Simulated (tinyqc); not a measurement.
Equilibrium and kinetic segregation of a solute to boundaries and growing surfaces. From degree of filling back to bulk diffusivity D. Computed by tinyqc, a small Python program. Command: `OMP_NUM_THREADS=1 python tinyqc.py 3006473 3006474 out.jsonl segreg inv`. One thread of a shared host (Intel(R) Xeon(R) Processor @ 2.30GHz), about 0.03 s of CPU time with the checks.

Inputs (values chosen for the exercise, modelled on a solute in a copper line):
```
quantity                               value  unit
segregation energy Q                   0.516    eV
interaction z w (positive attracts)     0.12    eV
total solute fraction x0             0.00028     -
temperature T                            850     K
boundary thickness delta                0.79    nm
anneal time t                           4700     s
mixing                                   0.5     -
```

Isotherm: Fowler-Guggenheim.

Constants: k_B = 8.617333262e-05 eV/K.

Method:
- With theta the solute fraction on boundary sites and x that in the grains, theta/(1 - theta) = [x/(1 - x)] exp[(Q + z w theta)/(k_B T)].
- The coverage theta_inf is that for x = x0. Start at theta = 0; theta(new) = theta + mixing (theta(out) - theta); stop below 1e-10, 80 steps at most.
- McLean kinetics from a uniform start, fed from both sides, with a constant enrichment beta = theta_inf/x0: (theta - x0)/(theta_inf - x0) = 1 - exp(s^2) erfc(s), s = 2 sqrt(D t)/(beta delta); half filling at s = 0.7691, t = (0.7691 beta delta/2)^2/D. D is an input and does not follow T.

Task: A run gave the result below. Find the bulk diffusivity D, known to lie between 3.1e-21 and 5.4e-21 m^2/s.

degree of filling = 0.008845248

Result:

Each step takes the trial c = (a f_b - b f_a)/(f_b - f_a), f being the result less the target and a, b, c the logarithms of the listed values; c replaces end b, the old b replaces a if the sign of f changed, and otherwise f_a is halved.

Scan of the range:
```
bulk diffusivity D (m^2/s)  degree of filling
3.10e-21                            0.0081773
3.40e-21                            0.0085612
3.73e-21                            0.0089642
4.09e-21                            0.0093837
4.49e-21                            0.0098284
4.92e-21                            0.0102845
5.40e-21                            0.0107704
```

False position (Illinois rule, in the logarithm of the input) inside the bracket:
```
step        end a        end b        trial  degree of filling
1     3.40000e-21  3.73000e-21  3.62941e-21         0.00884333
2     3.73000e-21  3.62941e-21  3.63099e-21         0.00884524
3     3.73000e-21  3.63099e-21  3.63101e-21         0.00884526
4     3.63099e-21  3.63101e-21  3.63100e-21         0.00884525
```

Degree of filling rises at every point of a 13-point scan of the range (every second point is shown), so one value fits; it is bracketed by 3.40e-21 and 3.73e-21. Answer: bulk diffusivity D = 3.631e-21 m^2/s.

Caution: half of theta_inf exceeds the equilibrium coverage of grains of this size, so half filling is never reached in them.
